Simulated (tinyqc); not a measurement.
From lone donors to an impurity band: impurity band of shallow donors (Hubbard estimate).

Constants: e^2/(4 pi eps0) = 14.39964547 eV angstrom.

Values chosen for the exercise (out of a larger set: near those of two donors in Si; not measured data):

| symbol | value | unit | meaning |
|---|---|---|---|
| a | 19.3 | angstrom | orbital radius |
| eps | 11.2 |  | dielectric constant |
| Ns | (0.032, 0.08, 0.19, 0.48, 1.1, 2.4, 4.8) | x 1e18/cm^3 | donor densities |

Donors on a simple cubic lattice of spacing R = N^(-1/3) (1/angstrom^3 = 1e24/cm^3), Ha* = q/(eps a), q = e^2/(4 pi eps0), x = R/a. Hopping t = Ha* (1 + x) exp(-x), band width B = 12 t, on-site repulsion U = (5/8) Ha*; the gap closes near B/U = 1.15. Valley factors and disorder are left out.

Results:

| N (1e18/cm^3) | R (angstrom) | N^(1/3) a | t (meV) | B (meV) | B/U |
|---|---|---|---|---|---|
| 0.032 | 315.0 | 0.061 | 9.43e-05 | 0.00113 | 2.72e-05 |
| 0.080 | 232.1 | 0.083 | 0.00520 | 0.0624 | 0.00150 |
| 0.19 | 173.9 | 0.111 | 0.0813 | 0.975 | 0.0234 |
| 0.48 | 127.7 | 0.151 | 0.678 | 8.14 | 0.196 |
| 1.1 | 96.9 | 0.199 | 2.65 | 31.8 | 0.764 |
| 2.4 | 74.7 | 0.258 | 6.77 | 81.2 | 1.95 |
| 4.8 | 59.3 | 0.326 | 12.6 | 151 | 3.62 |

B/U passes 1.15 between 1.1 and 2.4 x 1e18/cm^3; the root is x = 4.52, N^(1/3) a = 0.221, N = 1.5 x 1e18/cm^3, below the 2.4 that the empirical rule N^(1/3) a = 0.26 gives; the estimate is rough, since random positions, the overlap of the orbitals and screening are left out. While N grows by 150 times, t grows by 1.33e+05 times.

Run: tinyqc, `OMP_NUM_THREADS=1 python tinyqc.py 1282612 1282613 out.jsonl`; Intel(R) Xeon(R) Processor @ 2.30GHz, one thread, shared host; about 0.01 s of CPU time with all checks.
